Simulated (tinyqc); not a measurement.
Offset from the accumulated charge.

Problem. Layer 1 (x < 0) accumulates electrons and layer 2 (x > 0) is depleted. Boltzmann statistics. Sheet densities from the first integral: Q1 = sqrt((2 eps0 eps_r Vt N1/q)(exp(u1) - u1 - 1)) extra electrons, Q2 = sqrt((2 eps0 eps_r Vt N2/q)(exp(-u2) + u2 - 1)) missing ones, u = V/Vt; neutrality Q1 = Q2 + si. V1 + V2 = dE + Vt ln[(N2/Nc2)/(N1/Nc1)]. Find V1, V2 and dE.

Values chosen for this exercise; values of the order of III-V alloys: temperature T = 300 K; relative permittivity of both layers eps_r = 11.8; density of states of the narrow-gap layer 1 Nc1 = 4.1e17 cm^-3; density of states of the wide-gap layer 2 Nc2 = 1.4e18 cm^-3; donor density in layer 1 N1 = 1.5e16 cm^-3; donor density in layer 2 N2 = 1.3e17 cm^-3; fixed charge at the interface si = 0 cm^-2.

Constants: q = 1.602176634e-19 C, kB = 1.380649e-23 J/K, Vt = kB T/q, eps0 = 8.8541878128e-14 F/cm where lengths are in cm. Results are converted to the units shown.

Q1 = 3.3149472e11 cm^-2

Answer. Each sheet density rises steadily with its bending, so Q1 fixes V1 and Q2 = Q1 - si fixes V2.

V1 = 0.08421 V
V2 = 0.08987 V
dE = 0.1500 eV

Computed by the program tinyqc: `OMP_NUM_THREADS=1 python tinyqc.py 2410076 2410077 out.jsonl`, one thread of a shared Intel Xeon 2.30GHz, about 0.07 s for the whole run.
